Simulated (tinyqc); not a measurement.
# Trap density from the barrier height

Problem. In a partly depleted grain with all boundary traps filled, 2 N W = Qt and VB = q N W^2/(2 eps0 eps_r). Find Qt, W and the doping at which VB would equal Vt.

Inputs (values chosen for the exercise): temperature T = 300 K; relative permittivity eps_r = 11.7.

Constants: q = 1.602176634e-19 C, kB = 1.380649e-23 J/K, Vt = kB T/q, eps0 = 8.8541878128e-14 F/cm where lengths are in cm. Results are converted to the units shown.

doping = 3.1e17 cm^-3
barrier height = 0.18022788 V

Answer. Eliminating W gives VB = q Qt^2/(8 eps0 eps_r N), which falls as 1/N.

Qt = 1.70e12 cm^-2
W = 27.4 nm
doping for VB = Vt = 2.16e18 cm^-3

tinyqc, about 0.01 s, one thread, Intel Xeon 2.30GHz (shared host): `OMP_NUM_THREADS=1 python tinyqc.py 2830025 2830026 out.jsonl`
